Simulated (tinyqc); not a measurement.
# From solid fraction x back to exchange energy dG_x of AC + (1/2) D2 -> AD + (1/2) C2

Model: precursor delivery by bubblers, mass-transport growth and the solid composition of a III-V alloy. Computed by tinyqc, a small Python program. Command: `OMP_NUM_THREADS=1 python tinyqc.py 3002873 3002874 out.jsonl movpe_thermo inv`. One thread of a shared host (Intel(R) Xeon(R) Processor @ 2.30GHz), about 0.02 s of CPU time with the checks.

1 sccm = 44.615 micromol/min; 1 torr = 133.322 Pa. The sources decompose fully at the surface.

Inputs (values chosen for the exercise, modelled on triethylgallium (source 1) and trimethylindium (source 2) for the vapour pressures):
```
quantity                                            value      unit
bath temperature T1                                   298         K
bath temperature T2                                   307         K
bubbler pressure p_b                                 1400      torr
carrier flow F1                                        25      sccm
carrier flow F2                                       160      sccm
total flow F_t                                        3.6       slm
group-V flow F_V                                      310      sccm
reactor pressure p                                     76      torr
growth temperature T                                 1030         K
diffusivity at 273 K and 760 torr                    0.48    cm^2/s
flow cross-section A                                   69      cm^2
distance from the leading edge z                       12        cm
lattice constant a                                   5.86  angstrom
interaction L0 of the solid                          13.7    kJ/mol
vapour fraction x_v of D among the group-V sources   0.29         -
```

Alloy: mixing on the group-V sites.

constants a, b of source 1 (log10 torr, K): 8.064  2162

constants a, b of source 2 (log10 torr, K): 10.48  3014

Constants: k_B = 1.380649e-23 J/K; R = 8.314462618 J/(mol K).

Method:
- log10 p_v = a - b/T_bath; molar flow = F x 44.615 x p_v/(p_b - p_v) for a saturated bubbler.
- p_i = p n_i/(44615 F_t), F_t in slm; p_V = p F_V/(1000 F_t), counted per molecule supplied; V/III = 44.615 F_V/(n1 + n2); vapour fraction of source 2 = n2/(n1 + n2).
- Mean velocity u = (F_t/A)(760/p)(T/273); D = D0 (T/273)^1.75 (760/p); boundary layer delta = sqrt(pi D z/u); flux = D dp/(delta k_B T); growth rate = flux x a^3/4.
- At high V/III the group-V pressures at the surface equal those supplied, as dimers: p_D2/p_C2 = x_v/(1 - x_v). Equilibrium of the solid AC(1-x)D(x), A standing for the mix of both group-III metals: ln[x/(1 - x)] + L0 (1 - 2x)/(R T) = -dG_x/(R T) + (1/2) ln[x_v/(1 - x_v)]. Growth rate = rate per torr x (p_1 + p_2). Sensitivity dx/dx_v = [1/(2 x_v (1 - x_v))]/[1/(x (1 - x)) - 2 L0/(R T)].

Problem. A run gave the result below. Find the exchange energy dG_x of AC + (1/2) D2 -> AD + (1/2) C2, known to lie between -8.5 and -5.3 kJ/mol.

solid fraction x = 0.7143147

Solution.

Each step takes the trial c = (a f_b - b f_a)/(f_b - f_a), f being the result less the target; c replaces end b, the old b replaces a if the sign of f changed, and otherwise f_a is halved.

Scan of the range:
```
exchange energy dG_x of AC + (1/2) D2 -> AD + (1/2) C2 (kJ/mol)  solid fraction x
-8.50                                                                    0.833808
-7.97                                                                    0.817298
-7.43                                                                    0.797836
-6.90                                                                    0.775437
-6.37                                                                    0.748770
-5.83                                                                    0.715682
-5.30                                                                    0.675152
```

False position (Illinois rule) inside the bracket:
```
step     end a     end b     trial  solid fraction x
1     -5.83000  -5.30000  -5.81212          0.714460
2     -5.30000  -5.81212  -5.81023          0.714330
3     -5.30000  -5.81023  -5.80982          0.714303
4     -5.81023  -5.80982  -5.81000          0.714315
```

Solid fraction x falls at every point of a 13-point scan of the range (every second point is shown), so one value fits; it is bracketed by -5.83 and -5.30. Answer: exchange energy dG_x of AC + (1/2) D2 -> AD + (1/2) C2 = -5.810 kJ/mol.

Caution: the boundary layer is a quarter or more of the root of the cross-section, so it fills much of the channel and depletion along the flow matters.
